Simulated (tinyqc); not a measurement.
# Mobility and threshold from two currents

Problem. In the linear region I = mu Cox (W/L) [(Vgs - VT) Vds - m Vds^2/2], Cox = eps0 eox/tox. Find mu and VT.

Values chosen for this exercise: relative permittivity of the gate insulator eox = 23; insulator thickness tox = 28 nm; gate width W = 5 um; gate length L = 0.5 um.

Constants: eps0 = 8.8541878128e-14 F/cm where lengths are in cm. Results are converted to the units shown.

I at Vgs = 1.42 and 1.92 V, Vds = 0.05 V (uA): [17.796782, 41.434301]
m = 1.0822152

Answer. The slope dI/dVgs is mu Cox (W/L) Vds; the line meets zero current at VT + m Vds/2.

mu = 130.0 cm^2/(V s)
VT = 1.016 V

Computed by the program tinyqc: `OMP_NUM_THREADS=1 python tinyqc.py 2360072 2360073 out.jsonl`, one thread of a shared Intel Xeon 2.30GHz, about 0.04 s for the whole run.
